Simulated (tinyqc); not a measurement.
A spin-degenerate level with charging energy between two leads, rate equations: relaxation from the empty dot.

States 0, up, down and 2 with energies 0, e1 - Ez/2, e1 + Ez/2 and 2 e1 + U. mu_L = +V/2, mu_R = -V/2 (meV), f(x) = 1/(1 + exp(x/kB T)). A transition that adds one electron of given spin at the energy E has the rate G f(E - mu) from each lead, and its reverse G [1 - f(E - mu)]. I counts electrons leaving the left lead, times q.

Explicit Euler step: p(new) = p + dt W p.

Stop when no probability changes by more than 1e-8 in a step, or after 60 steps.

Parameters, values chosen for the exercise:
```
symbol  value  unit    meaning
dt       0.38    ns  time step
```

W (1/ns):
```
             0        up      down         2
0     -3.47812   0.00267   2.99921   0.00000
up     3.23733  -0.00267   0.00000   3.24000
down   0.24079   0.00000  -2.99921   3.24000
2      0.00000   0.00000   0.00000  -6.48000
```

p at the start: 0 1, up 0, down 0, 2 0

Course of the iteration:
```
step       p(0)    p(up)     p(down)  p(2) / 1e-3  largest change
1     -0.321685  1.23019   0.0914992      0.00000            1.32
2      0.209011  0.83321  -0.0422164      0.00000           0.531
3     -0.114505  1.08948   0.0250220      0.00000           0.324
4      0.066457  0.94752  -0.0139727      0.00000           0.181
5     -0.036342  1.02831   0.0080327      0.00000           0.103
6      0.021888  0.98256  -0.0044474      0.00000          0.0582
7     -0.011113  1.00849   0.0026241      0.00000          0.0330
8      0.007589  0.99379  -0.0013835      0.00000          0.0187
...         ...      ...         ...          ...             ...
53     0.000619  0.99931   0.0002705     -0.20437         3.44e-4
54     0.001123  0.99881  -0.0002327      0.29887         5.03e-4
55     0.000387  0.99955   0.0005032     -0.43706         7.36e-4
56     0.001463  0.99847  -0.0005730      0.63916         1.08e-3
57    -0.000111  1.00004   0.0010008     -0.93471         1.57e-3
58     0.002191  0.99774  -0.0013008      1.36692         2.30e-3
59    -0.001175  1.00111   0.0020651     -1.99898         3.37e-3
60     0.003747  0.99619  -0.0028572      2.92331         4.92e-3
```

Did this iteration meet its convergence test, and what does its course show?

No. The change grows and flips sign each step, and probabilities leave the range 0 to 1. The largest decay rate of W is 6.48 1/ns, so a step multiplies that mode by 1 - dt times the rate = -1.46, beyond -1; stability needs dt below 0.309 ns. In reruns, dt = 0.15 ns settles in 40 steps; implicit steps, p(new) = (1 - dt W)^(-1) p, at the original dt = 0.38 ns settle in 28 steps.

Range of the model: Rate equations need hbar G well below kB T; cotunnelling and the Kondo effect are left out.

Program tinyqc, `OMP_NUM_THREADS=1 python tinyqc.py 2780005 2780006 out.jsonl`; Intel Xeon 2.30GHz, shared host, one thread, about 0.01 s.
